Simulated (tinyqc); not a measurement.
What each parameter does: six-band k.p model of the valence band of a wurtzite crystal.

At k = 0: E1 = D1c + D2c + Te + Le (pure HH); E2, E3 = Le + u +/- sqrt(u^2 + 2 D3c^2), u = (D1c - D2c + Te)/2, D1c = Dcr, D2c = D3c = Dso/3. The weight of LH in state 2 is fL = (E2 - Le)^2/((E2 - Le)^2 + 2 D3c^2). Relative strengths of transitions to the conduction band: for E perpendicular to c (TE) 1/2, fL/2, (1 - fL)/2; for E along c (TM) 0, 1 - fL, fL, with one momentum element for both directions.

Strain of a c-plane layer: exx = eyy = e_par, ezz = -2 (C13/C33) e_par; Le = D1 ezz + D2 (exx + eyy), Te = D3 ezz + D4 (exx + eyy).

Conduction edge: Ec = (top of the unstrained valence band) + Eg + (a1 + D1) ezz + (a2 + D2)(exx + eyy).

Parameters, chosen for this exercise (near those of AlGaN; shifted at random, so the results belong to these values and not to a real crystal): Dcr = -0.153 eV (crystal-field splitting); Dso = 0.0186 eV (spin-orbit splitting); Eg = 5.923 eV (direct gap at Gamma from the top of the unstrained valence band); a1 = -3.57 eV (gap potential along c); a2 = -12.04 eV (gap potential in the plane); D1 = -15.7 eV; D2 = 7.69 eV; D3 = 8.68 eV; D4 = -3.91 eV; C13 = 112 GPa; C33 = 370 GPa; e_par = -0.0179 (exx = eyy of a c-plane layer).

Splittings at k = 0 under the strain, fL and the lowest transition.

One parameter was then changed.

Results before and after:
```
case     E1 - E2 (meV)  E1 - E3 (meV)      fL  lowest transition (eV)
base             11.39          88.25  0.9868                  6.2286
changed          11.59         106.87  0.9915                  6.2020
```

Which of these changes was made? (a) D4 = -4.692 eV; (b) Dcr = -0.1224 eV; (c) D2 = 9.228 eV; (d) a2 = -14.448 eV; (e) D1 = -18.84 eV; (f) Dso = 0.02232 eV; (g) e_par = -0.02148; (h) C13 = 134.4 GPa.

Answer: (h) C13 = 134.4 GPa. Of the candidates, run in turn, only this one gives the changed row.

All candidates:
```
case              E1 - E2 (meV)  E1 - E3 (meV)      fL  lowest transition (eV)
base                      11.39          88.25  0.9868                  6.2286
C13 = 134.4 GPa           11.59         106.87  0.9915                  6.2020
Dso = 0.02232 eV          13.41          89.96  0.9807                  6.2276
D1 = -18.84 eV            11.39          88.25  0.9868                  6.2286
D2 = 9.228 eV             11.39          88.25  0.9868                  6.2286
Dcr = -0.1224 eV          11.68         118.57  0.9932                  6.1981
a2 = -14.448 eV           11.39          88.25  0.9868                  6.3148
D4 = -4.692 eV            11.66         115.98  0.9929                  6.2006
e_par = -0.02148          11.77         134.68  0.9949                  6.2602
```

D1 and D2 shift all valence edges and the conduction edge alike, so they drop out of splittings and transitions.

Run: tinyqc, `OMP_NUM_THREADS=1 python tinyqc.py 1050456 1050457 out.jsonl`; Intel(R) Xeon(R) Processor @ 2.30GHz, one thread, shared host; about 0.01 s of CPU time with all checks.
